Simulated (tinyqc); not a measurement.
Germanium share from the critical thickness.

Problem. Critical thickness (Matthews-Blakeslee, 60-degree dislocations): h = bv (1 - nu/4)[ln(h/bv) + 1]/(4 pi e_par (1 + nu)), nu = c12/(c11 + c12). e_par = b1 x. Find e_par and x.

Inputs (values chosen for the exercise): lattice mismatch per unit x b1 = 0.0418; elastic constant c11 = 163 GPa; elastic constant c12 = 62.9 GPa; Burgers vector bv = 0.384 nm.

critical thickness = 11.043014 nm

Answer. For given h the relation is explicit in the strain.

e_par = 0.878 %
x = 0.210

Numbers from tinyqc (`OMP_NUM_THREADS=1 python tinyqc.py 2530115 2530116 out.jsonl`; about 0.01 s on one thread of a shared Intel Xeon 2.30GHz).
